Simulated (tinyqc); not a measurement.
Inside a calculation. Method: coherent transport through a tight-binding region between two chains. Computed by tinyqc, a small Python program that keeps every step. Settings: temperature = 4, mu = 0.45. Command: `OMP_NUM_THREADS=1 python tinyqc.py 27012 27013 out.jsonl` (the two numbers bound the seeds that draw the settings). One thread of a shared host (Intel(R) Xeon(R) Processor @ 2.60GHz), about 0.1 s of CPU time with the checks.

## Transmission at E = 0.87 eV

H of the central region (eV), lower triangle:
```
,1,2,3,4,5
1,0.00000
2,-0.65000,0.00000
3,0.00000,-2.01000,0.00000
4,0.00000,0.00000,-1.37000,0.00000
5,0.00000,0.00000,0.00000,-2.01000,0.00000
```

Leads: semi-infinite chains with site energy 0:
```
parameter,value
lead hopping t (eV),2.850000
coupling to the left lead (eV),0.920000
coupling to the right lead (eV),0.240000
left contact site,1
right contact site,5
```

E = 0.87000 eV

Surface Green function g = (E - i sqrt(4 t^2 - E^2)) / (2 t^2); self-energy tc^2 g on each contact site; G = (E - H - Sigma)^(-1); Gamma = -2 Im Sigma; T = Gamma_L Gamma_R |G_LR|^2; local density of states -Im G_ii / pi.

g = 0.05355-0.34677i 1/eV

G (1/eV), lower triangle:
```
,1,2,3,4,5
1,0.89893-0.25951i
2,0.28079-0.07665i,-0.39086-0.02954i
3,-0.41223+0.11710i,0.57589+0.03757i,-0.11596-0.05413i
4,-0.15018+0.03810i,0.20774+0.01948i,-0.04135-0.02075i,-0.27852-0.01540i
5,0.34598-0.09631i,-0.48244-0.03404i,0.09693+0.04588i,0.64625+0.02081i,-0.34579-0.04028i
```

local density of states (1/eV): 0.08261  0.00940  0.01723  0.00490  0.01282

transmission = 0.00302

## Transmission across the band

The same steps on a grid of energies.

T(E):
```
E (eV),T
-5.4150000,3.52e-09
-4.8735000,3.50e-08
-4.3320000,2.53e-07
-3.7905000,2.34e-06
-3.2490000,0.00005
-2.7075000,0.00281
-2.1660000,0.00101
-1.6245000,0.04609
-1.0830000,0.00409
-0.5415000,0.00369
0.0000000,0.01314
0.5415000,0.00369
1.0830000,0.00409
1.6245000,0.04609
2.1660000,0.00101
2.7075000,0.00281
3.2490000,0.00005
3.7905000,2.34e-06
4.3320000,2.53e-07
4.8735000,3.50e-08
5.4150000,3.52e-09
```

levels of the isolated region (eV): -2.83512  -1.53026  0.00000  1.53026  2.83512

## Current

I = (2e/h) int T(E) [f(E - mu - V/2) - f(E - mu + V/2)] dE at 4 K with mu = 0.45 eV, the bias not changing H; 2e^2/h = 77.48092 microsiemens; the integral runs over the band on 4001 points.

Current:
```
V (volt),I (microampere)
0.01000,0.00314
0.05000,0.01680
0.10000,0.03419
0.20000,0.06969
0.40000,0.14704
0.80000,0.35319
```
